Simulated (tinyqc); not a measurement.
Comparisons within one model: Weaire-Thorpe hybrids on a Bethe lattice: gap and dangling bond of an amorphous tetrahedral solid. A value that a table varies takes the place of the one given here.

Four sp3 hybrids an atom at energy 0, coupled by -V1 on the atom and by -V2 along a bond; the bonds form a tree (no rings). For any network the gap runs at least from -V2 + V1 to V2 - 3 V1, and p-like states pile up at -V2 + V1 and V2 + V1. On the tree the gap is wider: it ends at Ec = -V1 + sqrt(V2^2 + 4 V1^2 - 2 sqrt3 V1 V2), which makes it well wider than the gaps of the real glasses. A branch seen from a hybrid has the self-energy S = V2^2 g, where g is the Green function of the hybrid across the bond, whose three partners carry S themselves. With a = z - V1, b = a - S: g = 1/(a + V1 b/(b + 3 V1)), z = E + i eta. A full atom has G = (1/b)(b + 3 V1)/(b + 4 V1) per hybrid; a dangling hybrid with shift dh has G = 1/(1/g - dh).

Values chosen for the exercise (of the size of tabulated hybrid energies for tetrahedral carbon; not measured data):

| symbol | value | unit | meaning |
|---|---|---|---|
| V1 | 2.01 | eV | coupling of two hybrids on one atom |
| V2 | 10.7 | eV | coupling of the two hybrids of a bond |
| eta | 0.02 | eV | broadening |
| dh | -0.07 | eV | shift of the dangling hybrid (rehybridisation) |
| VH | 4.77 | eV | coupling to a hydrogen atom |
| eH | -3.76 | eV | hydrogen level |
| E1s | -9.9 | eV | first energy |
| dE | 1.38 | eV | step |

## Bulk, dangling and hydrogenated hybrids across the gap

edges (eV): Ev -8.69000, Ec(bound) 4.67000, Ec(tree) 5.48319

Thirteen energies E1s + j dE. With hydrogen the hybrid gains the self-energy VH^2/(z - eH) and dh = 0.

Density per hybrid (1/eV):

| E (eV) | bulk | dangling | with hydrogen |
|---|---|---|---|
| -9.90 | 0.0278 | 0.0042 | 0.0077 |
| -8.52 | 0.0545 | 0.0001 | 0.0006 |
| -7.14 | 0.0007 | 0.0001 | 0.0089 |
| -5.76 | 0.0002 | 0.0002 | 0.0019 |
| -4.38 | 0.0001 | 0.0003 | 0.0004 |
| -3.00 | 0.0001 | 0.0007 | 0.0002 |
| -1.62 | 0.0001 | 0.0024 | 0.0003 |
| -0.24 | 0.0001 | 0.1787 | 0.0004 |
| 1.14 | 0.0001 | 0.0039 | 0.0012 |
| 2.52 | 0.0001 | 0.0009 | 0.0207 |
| 3.90 | 0.0001 | 0.0004 | 0.0041 |
| 5.28 | 0.0007 | 0.0004 | 0.0010 |
| 6.66 | 0.0316 | 0.0103 | 0.0183 |

Between Ev = -8.69 and Ec = 5.48 eV the bulk density is a broadening tail (least 0.0001). The dangling hybrid reaches 0.179 at -0.24 eV among these rows; its level lies at -0.063 eV, and the peak there, of width eta, is far higher unless a row falls on it. With hydrogen the largest value on the rows inside the gap, more than 0.05 eV from an edge, is 0.0207, and 1/g = VH^2/(E - eH) still has roots in this wide gap, at -6.712 and 2.942 eV.

## Level against rehybridisation

Root of 1/g(E) = dh for eta = 0 in the gap of the tree, between Ev = -V2 + V1 and Ec; a dash: none. A flatter atom makes the hybrid more p-like (dh > 0, up to V1), a more pyramidal one more s-like (dh < 0).

Level:

| dh (eV) | E (eV) | above Ev (eV) | weight |
|---|---|---|---|
| -3.0 | -2.6931 | 5.9969 | 0.894 |
| -2.5 | -2.2452 | 6.4448 | 0.897 |
| -2.0 | -1.7962 | 6.8938 | 0.899 |
| -1.5 | -1.3466 | 7.3434 | 0.899 |
| -1.0 | -0.8969 | 7.7931 | 0.899 |
| -0.5 | -0.4479 | 8.2421 | 0.897 |
| 0.0 | 0.0000 | 8.6900 | 0.894 |
| 0.5 | 0.4460 | 9.1360 | 0.890 |
| 1.0 | 0.8894 | 9.5794 | 0.884 |

A level exists for 9 of the 9 rows, from dh = -3 (5.997 eV above Ev) to 1 (9.579 eV); the gap of the tree is 14.173 eV. Its slope dE/d(dh) is the weight, largest at dh = -1.5 (0.90). A level that rises as the atom flattens is why an emptied dangling bond relaxes flat and a doubly filled one pyramidal.

## Stretching the bonds

V2 is scaled as (d0/d)^2 and V1 stays. Bound 2 V2 - 4 V1; tree V2 - 2 V1 + sqrt(V2^2 + 4 V1^2 - 2 sqrt3 V1 V2); a negative bound means that a network with rings may have no gap.

Against d/d0:

| d/d0 | V2 (eV) | V2/V1 | bound (eV) | tree (eV) |
|---|---|---|---|---|
| 0.96 | 11.610 | 5.776 | 15.180 | 15.964 |
| 0.98 | 11.141 | 5.543 | 14.242 | 15.040 |
| 1.00 | 10.700 | 5.323 | 13.360 | 14.173 |
| 1.02 | 10.285 | 5.117 | 12.529 | 13.358 |
| 1.04 | 9.893 | 4.922 | 11.746 | 12.592 |
| 1.07 | 9.346 | 4.650 | 10.652 | 11.525 |
| 1.10 | 8.843 | 4.399 | 9.646 | 10.549 |
| 1.15 | 8.091 | 4.025 | 8.141 | 9.099 |

The bound falls by 428 meV for each per cent of stretch near d0 and vanishes at d/d0 = 1.631, beyond the table. Weak, stretched bonds therefore put states closest to the edges, one origin of band tails.

## What each parameter does

Ev = -V2 + V1, conduction edge of the tree -V1 + sqrt(V2^2 + 4 V1^2 - 2 sqrt3 V1 V2), and the level that solves 1/g(E) = dh for eta = 0. Each row changes one parameter from the base and keeps the others.

Results:

| case | Ev (eV) | Ec (eV) | level (eV) | weight |
|---|---|---|---|---|
| base | -8.6900 | 5.4832 | -0.0626 | 0.895 |
| V1 = 1.93 eV | -8.7700 | 5.6761 | -0.0632 | 0.903 |
| V2 = 10.85 eV | -8.8400 | 5.6278 | -0.0628 | 0.898 |
| dh = -0.17 eV | -8.6900 | 5.4832 | -0.1521 | 0.895 |

The largest shifts from the base row, up to three for each result and ties (the steps differ in size, so this ranks the rows, not the parameters). Ev (eV): V2 -0.1500, V1 -0.0800; unchanged at the printed digits by dh. Ec (eV): V1 +0.1929, V2 +0.1446; unchanged at the printed digits by dh. level (eV): dh -0.0895, V1 -0.0006, V2 -0.0002. weight: V1 +0.008, V2 +0.003; unchanged at the printed digits by dh.

Run: tinyqc, `OMP_NUM_THREADS=1 python tinyqc.py 1450107 1450108 out.jsonl`; Intel(R) Xeon(R) Processor @ 2.30GHz, one thread, shared host; about 0.02 s of CPU time with all checks.
